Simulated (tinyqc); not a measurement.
Three ways to the same curve: density of states of one tight-binding band of a chain.

E(k) = -2 t cos(2 pi k) - 2 t2 cos(4 pi k); k in fractions of the reciprocal vectors, mesh k_i = j/N with j = 0 .. N-1. Densities are per cell and per spin, so the band holds one state.

Each interval of the mesh is a segment with E linear in k: n = (E - e1)/(e2 - e1), g = 1/(e2 - e1) between its end values.

Gaussian broadening: g(E) = mean over the mesh of exp(-(E - E_k)^2/(2 sigma^2))/(sigma sqrt(2 pi)), n(E) = mean of erfc((E_k - E)/(sigma sqrt 2))/2.

Parameters, chosen for this exercise: t = 1.22 eV (nearest hopping); t2 = -0.18 eV (second hopping); N2 = 24 (mesh points along each axis in this comparison); sigma = 0.61 eV (Gaussian width).

N = N2 here; the reference is the linear method with N = 4000.

g(E) (1/eV):

| E (eV) | reference | linear segments | Gaussian, sigma | Gaussian, sigma/4 | reference n(E) |
|---|---|---|---|---|---|
| -1.636 | 0.276 | 0.256 | 0.252 | 0.290 | 0.276 |
| -1.192 | 0.183 | 0.182 | 0.219 | 0.144 | 0.374 |
| -0.748 | 0.147 | 0.143 | 0.171 | 0.105 | 0.447 |
| -0.305 | 0.129 | 0.123 | 0.140 | 0.204 | 0.507 |
| 0.139 | 0.119 | 0.123 | 0.126 | 0.109 | 0.562 |
| 0.583 | 0.115 | 0.116 | 0.121 | 0.052 | 0.614 |
| 1.026 | 0.116 | 0.116 | 0.123 | 0.217 | 0.665 |
| 1.470 | 0.123 | 0.122 | 0.135 | 0.058 | 0.718 |
| 1.913 | 0.139 | 0.147 | 0.153 | 0.112 | 0.775 |
| 2.357 | 0.183 | 0.222 | 0.160 | 0.228 | 0.845 |

What does the comparison show, and why?

Root-mean-square errors against the reference: 0.0143 for linear segments, 0.0189 for sigma and 0.0552 for sigma/4. The narrow Gaussian is worse than the wide one, because it resolves the separate mesh levels. The reference is highest at -1.636 eV of the energies listed, and half filling lies between -0.748 and -0.305 eV.

Run: tinyqc, `OMP_NUM_THREADS=1 python tinyqc.py 1682423 1682424 out.jsonl`; Intel(R) Xeon(R) Processor @ 2.30GHz, one thread, shared host; about 0.01 s of CPU time with all checks.
